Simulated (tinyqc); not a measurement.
# Millisecond and nanosecond annealing: surface heating, thermal budget and solid-phase regrowth, step by step

A worked calculation. Computed by tinyqc, a small Python program that keeps every step. Command: `OMP_NUM_THREADS=1 python tinyqc.py 3010455 3010456 out.jsonl flash walk`. One thread of a shared host (Intel(R) Xeon(R) Processor @ 2.30GHz), about 0.01 s of CPU time with the checks. Intermediate numbers are printed to about 6 digits and carried at full precision; extremes and crossings named in words are read from the listed rows.

A square pulse heats the surface of a thick wafer with constant thermal properties; losses by radiation are neglected and silicon melts at 1414 C.

Inputs (values chosen for the exercise, modelled on hot silicon with boron):
```
quantity,value,unit
incident fluence,29.6,J/cm^2
pulse length t_p,0.0018,s
reflectance R,0.44,-
thermal conductivity k,0.23,W/(cm K)
heat capacity per volume c,2.33,J/(cm^3 K)
preheat temperature T0,600,C
wafer thickness d,775,um
dopant prefactor D0,1.03,cm^2/s
dopant activation energy E,3.5,eV
regrowth prefactor v0,5.1e+08,cm/s
regrowth energy E_v,2.71,eV
amorphous layer,37,nm
```

Source: flash lamp.

Constants: k_B = 8.617333262e-05 eV/K.

## Peak temperature

Absorbed flux q = (1 - R) fluence/t_p; kappa = k/c. With f(z, t) = (2 q/k) sqrt(kappa t) ierfc(z/(2 sqrt(kappa t))), ierfc(x) = exp(-x^2)/sqrt(pi) - x erfc(x): T = T0 + f(z, t) during the pulse and T0 + f(z, t) - f(z, t - t_p) after it. At the surface the rise at the end of the pulse is 2 q sqrt(t_p/(pi k c)); the fluence that just melts the surface scales with (1414 - T0).

absorbed flux q = 9208.89 W/cm^2

kappa = 0.0987124 cm^2/s

thermal length sqrt(kappa t_p) = 133.298 um

peak temperature = 1202.22 C

fluence at the melting threshold = 40.0092 J/cm^2

The heated layer is 17 % of the wafer thickness, so the cold bulk quenches the surface.

## Temperature in depth and time

The formulas are those given above.

Temperature (C):
```
t/t_p,surface,z = 0.5 thermal lengths,z = 1,z = 2
0.10,790.44,631.605,602.104,600.000
0.25,901.11,706.550,626.821,600.522
0.50,1025.84,811.130,688.932,609.063
0.75,1121.54,897.555,752.630,628.098
1.00,1202.22,972.621,813.099,653.642
1.10,1041.18,968.709,834.155,664.974
1.50,911.73,890.106,834.555,704.672
2.00,849.45,838.674,809.161,724.221
4.00,761.36,758.480,750.132,720.938
10.00,697.73,697.085,695.186,687.951
```

One tenth of a pulse length after the end the surface has lost 161 C: cooling starts as sqrt(t - t_p), much faster than heating ends. Caution: by the last row heat has reached the back of the wafer, so the surface stays hotter than listed.

## Thermal budget

Temperatures in kelvin are T(C) + 273.15. Integrate exp(-E/(k_B T(t))) at the surface from 0 to 10 t_p (Gauss-Legendre, 60 points in sqrt(t) up to t_p and 60 in sqrt(t - t_p) after it). (Dt) = D0 x integral with E; regrowth = v0 x integral with E_v; effective time = integral/exp(-E/(k_B T_peak)).

budget (Dt) = 3.50939e-16 cm^2

diffusion length 2 sqrt(Dt) = 0.374667 nm

effective time over t_p = 0.170963

possible regrowth = 1126.16 nm

Only 17.1 % of the pulse counts at the peak; the estimate 2 k_B T_peak^2/(E (T_peak - T0)) gives 17.8 %. The amorphous layer of 37 nm regrows fully. Caution: equilibrium diffusivities are used; implant damage enhances diffusion, and k and c vary with temperature. Caution: the peak lies above 1150 C, and amorphous silicon melts some 200 to 250 K below the crystal, so a layer that has not regrown before the peak may melt instead.

## Same peak temperature, different pulse lengths

For each t_p the flux is set so that the peak temperature stays the same: q sqrt(t_p) is fixed.

Pulses:
```
t_p (s),fluence (J/cm^2),q (W/cm^2),thermal length (um),2 sqrt(Dt) (nm),regrowth (nm)
1.00e-07,2.20625e-01,1.23550e+06,9.93541e-01,2.79260e-03,6.25644e-02
1.00e-06,6.97679e-01,3.90700e+05,3.14185e+00,8.83099e-03,6.25644e-01
1.00e-05,2.20625e+00,1.23550e+05,9.93541e+00,2.79260e-02,6.25644e+00
1.00e-04,6.97679e+00,3.90700e+04,3.14185e+01,8.83099e-02,6.25644e+01
3.00e-04,1.20841e+01,2.25571e+04,5.44185e+01,1.52957e-01,1.87693e+02
1.00e-03,2.20625e+01,1.23550e+04,9.93541e+01,2.79260e-01,6.25644e+02
3.00e-03,3.82134e+01,7.13317e+03,1.72086e+02,4.83693e-01,1.87693e+03
1.00e-02,6.97679e+01,3.90700e+03,3.14185e+02,8.83099e-01,6.25644e+03
```

Fluence and diffusion length grow as sqrt(t_p), regrowth as t_p. The layer of 37 nm regrows from t_p = 0.0001 s on among these rows, at a diffusion length of 0.088 nm. Caution: amorphous silicon melts some 200 to 250 K below the crystal, which matters for the short pulses that reach the peak before regrowth. Caution: the shortest pulses need a source absorbed within their thermal length, and the longest also heat the back of the wafer, which the thick-wafer formula leaves out.

Checks made by the program: heat stored at the end of the pulse against the absorbed fluence (relative difference below 1e-10).
